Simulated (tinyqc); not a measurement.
Choosing the offset: vacuum evaporation: vapour pressure, source flux, thickness distribution, purity and step coverage. Computed by tinyqc, a small Python program. Command: `OMP_NUM_THREADS=1 python tinyqc.py 3110652 3110653 out.jsonl evap walk`. One thread of a shared host (Intel(R) Xeon(R) Processor @ 2.30GHz), about 0.01 s of CPU time with the checks.

Molecular flow, unit sticking of the metal, no re-evaporation. The background gas is taken as water vapour (18.015 g/mol, collision diameter 0.37 nm) at 300 K.

Inputs (values chosen for the exercise, modelled on titanium, with constants for the liquid): directionality n = 3; source-to-wafer distance h = 63 cm; wafer radius R = 5 cm.

Method. Rotating wafer, source offset by s and facing upwards: thickness at radius r is the mean over the angle a of (1 + (r^2 + s^2 - 2 r s cos a)/h^2)^(-(n + 3)/2), by 360 equal steps; non-uniformity (max - min)/(max + min) over 21 radii from 0 to R. The curvature at the centre vanishes at s/h = sqrt(2/(n + 3)).

Against the offset:
```
s/h  centre thickness  edge over centre  non-uniformity (%)
0.0            1.0000            0.9813             0.94183
0.2            0.8890            0.9848             0.76759
0.4            0.6407            0.9927             0.36726
0.5            0.5120            0.9969             0.15442
0.6            0.3975            1.0007             0.03704
0.7            0.3023            1.0039             0.19607
0.8            0.2267            1.0064             0.31942
0.9            0.1686            1.0082             0.40901
1.1            0.0926            1.0102             0.50624
```

What does the comparison show, and why?

The best row, s/h = 0.6, has 0.037 % against 0.94 % on the axis, at the price of a rate lower by a factor 2.52; the small-wafer optimum is sqrt(2/(n + 3)) = 0.58.

Extremes, crossings and ranges named in words are read from the listed rows.
